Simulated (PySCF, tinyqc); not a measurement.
Worked calculation: CISD on RHF in the sto-3g basis, for H3+, spin multiplicity 1. The lowest restricted solution is unstable here: a spin-polarised one lies 0.0002 hartree lower (PySCF). One step of it, computed by the program tinyqc.

Task: CISD: determinants and Hamiltonian. Slater-Condon rules over spin orbitals, with the nuclear repulsion added and E(HF) subtracted on the diagonal.

one-electron integrals over orbitals h = C^T H C (hartree):
$$\begin{pmatrix}
-1.293762 & 0.000050 & -0.000004 \\
0.000050 & -0.994466 & 0.000000 \\
-0.000004 & 0.000000 & -0.994370
\end{pmatrix}$$

Two-electron integrals over orbitals (pq|rs), unique and non-zero (hartree):
```
(11|11) 0.478354    (21|11) -0.000051   (21|21) 0.155177    (22|11) 0.476511
(22|21) 0.113712    (22|22) 0.575992    (31|11) 4.50e-06    (31|22) -0.010124
(31|31) 0.155192    (32|21) -0.010128   (32|22) -0.000006   (32|31) -0.113675
(32|32) 0.087543    (33|11) 0.476581    (33|21) -0.113715   (33|22) 0.400772
(33|31) 0.010125    (33|32) 0.000006    (33|33) 0.576000
```

nuclear repulsion = 1.01452062 hartree

Hartree-Fock energy = -1.09464946 hartree

Give: determinants; H - E(HF) between determinants.

Result:

Occupation strings over the orbitals (2 doubly, a alpha, b beta, 0 empty; spin orbitals ordered 1a 1b 2a 2b ...): 200 ab0 a0b ba0 b0a 020 0ab 0ba 002

H - E(HF) between determinants (hartree):
```
        200      ab0      a0b      ba0      b0a      020      0ab      0ba
200  0.0000   0.0000   0.0000   0.0000   0.0000   0.1552   0.0000   0.0000
ab0  0.0000   0.2975   0.0000  -0.1552   0.0000   0.1138  -0.0101   0.0101
a0b  0.0000   0.0000   0.2976   0.0000  -0.1552  -0.0101  -0.1137   0.1137
ba0  0.0000  -0.1552   0.0000   0.2975   0.0000  -0.1138   0.0101  -0.0101
b0a  0.0000   0.0000  -0.1552   0.0000   0.2976   0.0101   0.1137  -0.1137
020  0.1552   0.1138  -0.0101  -0.1138   0.0101   0.6962   0.0000   0.0000
0ab  0.0000  -0.0101  -0.1137   0.0101   0.1137   0.0000   0.5211  -0.0875
0ba  0.0000   0.0101   0.1137  -0.0101  -0.1137   0.0000  -0.0875   0.5211
002  0.1552  -0.1137   0.0101   0.1137  -0.0101   0.0875   0.0000   0.0000

         002
200   0.1552
ab0  -0.1137
a0b   0.0101
ba0   0.1137
b0a  -0.0101
020   0.0875
0ab   0.0000
0ba   0.0000
002   0.6964
```
